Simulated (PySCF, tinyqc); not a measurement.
CCSD on RHF in the sto-3g basis, for H3-, spin multiplicity 1, step by step. The basis has no diffuse functions, so it cannot describe the extra electron: this is an exercise in the method, not the real anion. The lowest restricted solution is unstable here: a spin-polarised one lies 0.0549 hartree lower (PySCF). One step of it, computed by the program tinyqc.

Task: Orthogonalisation. S = U s U^T; symmetric (Loewdin) form X = U s^(-1/2) U^T, so that X^T S X = 1.

overlap S, order 1H 1s, 2H 1s, 3H 1s:
```
[[1.000000, 0.366323, 0.314506],
 [0.366323, 1.000000, 0.233361],
 [0.314506, 0.233361, 1.000000]]
```

Give: eigenvalues of S; X.

Result:

eigenvalues of S: [0.6158, 0.7715, 1.6126]

X, order 1H 1s, 2H 1s, 3H 1s:
```
[[1.0856, -0.1836, -0.1474],
 [-0.1836, 1.0654, -0.0857],
 [-0.1474, -0.0857, 1.0492]]
```
